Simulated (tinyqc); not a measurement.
Chemical vapour deposition: Grove model, boundary layer, depletion and step coverage. From one set of inputs to another, one input at a time. Computed by tinyqc, a small Python program. Command: `OMP_NUM_THREADS=1 python tinyqc.py 3029925 3029926 out.jsonl cvd ladder`. One thread of a shared host (Intel(R) Xeon(R) Processor @ 2.30GHz), about 0.02 s of CPU time with the checks.

A precursor diffuses to the surface and reacts there at first order; each molecule that reacts adds one formula unit of film.

The inputs printed are set A. Set A is close to those used for silicon nitride (counted as SiN4/3); the values taken over come from a set close to those used for silicon dioxide from an alkoxysilane. Inputs not listed in the table keep their values of set A, so the rows need not describe a real material.

Inputs (values chosen for the exercise, close to those used for silicon nitride (counted as SiN4/3)):
```
quantity                                       value                unit
prefactor k0 of k_s                          6.2e+07                cm/s
activation energy E                             1.72                  eV
temperature T                                    790                   C
total pressure p                                0.25                torr
mole fraction of the precursor Y               0.068                   -
gas diffusivity D0 at 273.15 K and 760 torr     0.14              cm^2/s
film density N                                 4e+22  formula units/cm^3
precursor mass M                                 101                   u
trench width w                                  0.67                  um
aspect ratio of the trench                        32                   -
wafer radius R                                    15                  cm
wafer spacing s                                  1.1                  cm
```

Reactor: wafer stack, low pressure.

Constants: k_B = 1.380649e-23 J/K; u = 1.6605390666e-27 kg; k_B = 8.617333262e-05 eV/K.

Method:
- k_s = k0 exp(-E/(k_B T)); C_g = Y p/(k_B T), 1 torr = 133.322 Pa; D = D0 (T/273.15)^1.75 (760/p).
- Temperatures in kelvin are T(C) + 273.15.
- Mean speed c = sqrt(8 k_B T/(pi M)); reactive sticking probability beta = 4 k_s/c.
- Between two wafers the gas diffuses inward and reacts on both faces: (D/r) d/dr (r dC/dr) = 2 k_s C/s, so C(r)/C_g = I0(phi r/R)/I0(phi) with phi^2 = 2 k_s R^2/(s D); G(r) = k_s C(r)/N, 1 cm/s = 6e8 nm/min; the mean over the wafer is eta = 2 I1(phi)/(phi I0(phi)).
- In a long trench of width w and depth l = aspect ratio x w: Knudsen diffusivity D_K = (2w) c/3 (hydraulic diameter 2w), combined as 1/D_e = 1/D_K + 1/D; D_e d2C/dz2 = 2 k_s C/w with D_e dC/dz = -k_s C at the floor. With m = sqrt(2 k_s/(w D_e)): C(floor)/C(top) = 1/[cosh(m l) + (k_s/(D_e m)) sinh(m l)].

Each row keeps all changes above it:
```
input moved                                                        from               to  rate at the centre over rate at the edge  modulus m l  Thiele modulus phi
set A                                                                 -                -                                    0.9904       0.1684               0.197
total pressure p (torr)                                            0.25              1.9                                    0.9302       0.1686               0.543
prefactor k0 of k_s (cm/s) and activation energy E (eV)  62000000, 1.72  630000000, 1.82                                    0.7888       0.3114               1.003
mole fraction of the precursor Y                                  0.068             0.11                                    0.7888       0.3114               1.003
trench width w (um)                                                0.67             0.47                                    0.7888       0.3113               1.003
wafer radius R (cm)                                                  15              7.5                                    0.9400       0.3113               0.501
temperature T (C)                                                   790              650                                    0.9961       0.0715               0.126
```

Which inputs carry the difference?

Rate at the centre over rate at the edge goes from 0.990 to 0.996, a factor 1.006 in all. The largest single move comes from wafer radius R (a factor 1.19), and prefactor k0 of k_s with activation energy E works against it (a factor 0.848). Modulus m l goes from 0.168 to 0.0715, a factor 0.425 in all. The largest single move comes from temperature T (a factor 0.230), and prefactor k0 of k_s with activation energy E works against it (a factor 1.85). Thiele modulus phi goes from 0.197 to 0.126, a factor 0.639 in all. The largest single move comes from temperature T (a factor 0.251), and total pressure p works against it (a factor 2.76). The single moves hold for this order of the switches; the total does not depend on the order.

Caution (all rows): the hydraulic-diameter form of D_K is rough for a slit.

Extremes, crossings and ranges named in words are read from the listed rows.
